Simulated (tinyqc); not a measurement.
Frequency dispersion of an accumulation capacitance by border traps, distributed model: two steps of the calculation.

Traps spread evenly through the insulator exchange electrons with the semiconductor by tunnelling, with tau(x) = t0 exp(2 ka x) at depth x from the interface. The admittance per area Y seen at depth x obeys dY/dx = -Y^2/(i w eps0 eox) + q Nb ln(1 + i w tau)/tau, with Y(0) = i w Cs and w = 2 pi f; the gate sees Y(tox) = G + i w C. Working variable y = Y/(i w), in uF/cm^2. Cox = eps0 eox/tox.

Parameters, values chosen for the exercise; permittivity close to that of zirconium oxide:
- eox = 22.8 (relative permittivity of the insulator)
- tox = 5.3 nm (insulator thickness)
- Cs = 1.1 uF/cm^2 (semiconductor capacitance in accumulation)
- Nb = 8e18 cm^-3 eV^-1 (density of border traps)
- ka = 5.7 1/nm (decay constant of the wave function in the insulator)
- t0 = 5e-11 s (time constant of a trap at the interface)
- f = 1000 Hz (frequency)
- xe = 1.8 nm (depth down to which the steps are taken)

Constants: q = 1.602176634e-19 C, eps0 = 8.8541878128e-14 F/cm where lengths are in cm. Results are converted to the units shown.

Problem 1. Midpoint steps through the active depth. In terms of y: dy/dx = -y^2/(eps0 eox) + s(x), s = q Nb ln(1 + z)/z, z = i w tau. 9 midpoint steps of h = xe/9: y_half = y + (h/2) y'(x, y), y(new) = y + h y'(x + h/2, y_half).

Find: x; s; y.

Solution 1.

x, point 0 to 9 (nm): [0, 0.20000, 0.40000, 0.60000, 0.80000, 1.0000, 1.2000, 1.4000, 1.6000, 1.8000]
s, point 0 to 9 (uF/(cm^2 nm)): [0.12817+0.00000i, 0.12817+0.00000i, 0.12817+0.00000i, 0.12817-0.00002i, 0.12817-0.00018i, 0.12814-0.00180i, 0.12510-0.01695i, 0.05801-0.05026i, 0.00749-0.01597i, 0.00078-0.00277i]
y, point 0 to 9 (uF/cm^2): [1.1000+0.0000i, 1.1135+0.0000i, 1.1267+0.0000i, 1.1396+0.0000i, 1.1522+0.0000i, 1.1646-0.0001i, 1.1766-0.0012i, 1.1839-0.0094i, 1.1745-0.0156i, 1.1615-0.0166i]

Problem 2. Capacitance and conductance at the gate. Beyond xe the traps are ignored, so 1/y(tox) = 1/y(xe) + (tox - xe)/(eps0 eox); C = Re y, G/w = -Im y, loss tangent G/(w C).

y at xe = 1.1614554-0.0165825i uF/cm^2

Wanted: y at the gate; C; G/w; loss tangent.

Solution 2.

y at the gate = 0.96681-0.01149i uF/cm^2
C = 0.96681 uF/cm^2
G/w = 0.011489 uF/cm^2
loss tangent = 0.011884

Computed by the program tinyqc: `OMP_NUM_THREADS=1 python tinyqc.py 2202140 2202141 out.jsonl`, one thread of a shared Intel Xeon 2.30GHz, about 0.4 s for the whole run.
